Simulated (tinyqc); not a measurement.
Input admittance of a MOSFET at zero drain bias: distributed channel and distributed gate: one step of the calculation.

Source and drain grounded, strong inversion, w = 2 pi f, Cox = eps0 eox/tox. The channel is an RC line of resistance 1/(mu Cox Vo) per square fed from both ends, so one finger has the intrinsic admittance y = i w Cox L tanh(g)/g per width, g = (1/2) sqrt(i w tau), tau = L^2/(mu Vo). The vertical resistance rv/L is in series with y, the overlaps 2 i w Cov in parallel: y_t = 1/(1/y + rv/L) + 2 i w Cov. The gate strip is a line of Rsh/L per length loaded by y_t, so a finger has Y = y_t Wf tanh(k)/k, k = (Wf/sd) sqrt(y_t Rsh/L); the device has Nf Y.

Question. Input impedance of the device. k and Y as defined; Z = 1/(Nf Y) = R + 1/(i w C); Q = |Im Z|/R; signal at the point farthest from a contact |1/cosh k|.

Inputs (values chosen for the exercise); values of the order met in silicon radio-frequency transistors: channel length L = 0.98 um; finger width Wf = 10 um; number of fingers Nf = 32; sheet resistance of the gate Rsh = 6.1 ohm/square; number of ends at which a finger is contacted sd = 2; frequency f = 1.1 GHz.

y_t = 5.68062+104.35035i uS/um

Give: k; Nf Y; R; C; Q; signal at the far point.

Answer.

k = 0.092591+0.087688i
Nf Y = 1.998+33.371i mS
R = 1.7875 ohm
C = 4845.7 fF
Q = 16.704
signal at the far point = 0.99954

Numbers from tinyqc (`OMP_NUM_THREADS=1 python tinyqc.py 2262167 2262168 out.jsonl`; about 0.01 s on one thread of a shared Intel Xeon 2.30GHz).
